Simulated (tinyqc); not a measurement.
Hole mobility in a silicon inversion layer, empirical terms and Matthiessen rule: two steps of the calculation.

Inversion layer of sheet density Ns on a uniformly doped body. The mobility terms are empirical power laws with prefactors chosen for the exercise; adding their inverses (Matthiessen) is itself an approximation.

Values chosen for this exercise; material values close to those of silicon:
```
symbol,value,unit,meaning
T,400,K,temperature
eps_r,11.8,,relative permittivity of the semiconductor
Nb,9.2e17,cm^-3,body doping
eta,0.3333,,weight of the inversion charge in the effective field
Ap,127,cm^2/(V s),phonon-limited mobility at 1 MV/cm and 300 K
As,576,cm^2/(V s),roughness-limited mobility at 1 MV/cm
gs,1.3,,exponent of the roughness term
Ac,1400,cm^2/(V s),Coulomb prefactor
Nit,7.8e11,cm^-2,charge at the interface
Ns,3.4e12,cm^-2,inversion density
WL,10,,ratio W/L
Vd,0.05,V,drain voltage
I,18,uA,measured linear current
```

Constants: q = 1.602176634e-19 C, eps0 = 8.8541878128e-14 F/cm where lengths are in cm. Results are converted to the units shown.

Question 1. Mobility terms and their sum. With t = T/(300 K): muC = Ac (Ns/1e12 cm^-2) t/(Nb/1e17 cm^-3 + Nit/1e11 cm^-2), muP = Ap E^(-1/3) t^(-1.75), muS = As E^(-gs); 1/mu is the sum of the inverses.

E = 0.66824283 MV/cm

Wanted: terms; mu; shares of 1/mu.

Answer 1.

terms (cm^2/(V s)): Coulomb 373.3, phonon 87.80, roughness 972.8
mu = 66.24 cm^2/(V s)
shares of 1/mu (%): Coulomb 17.74, phonon 75.45, roughness 6.810

The phonon term limits most.

Question 2. Inversion density for the measured current. I = (W/L) q Ns mu Vd. E = q (Ndep + eta Ns)/(eps0 eps_r) in MV/cm. Ns(new) = I/((W/L) q mu Vd).

Ns after iteration 1 = 3.5529733e12 cm^-2
Ndep = 3.2244531e12 cm^-2

Wanted: E; mu; Ns after iteration 2.

Answer 2.

E = 0.67606 MV/cm
mu = 66.489 cm^2/(V s)
Ns after iteration 2 = 3.3794e12 cm^-2

Computed by the program tinyqc: `OMP_NUM_THREADS=1 python tinyqc.py 2510024 2510025 out.jsonl`, one thread of a shared Intel Xeon 2.30GHz, about 0.01 s for the whole run.
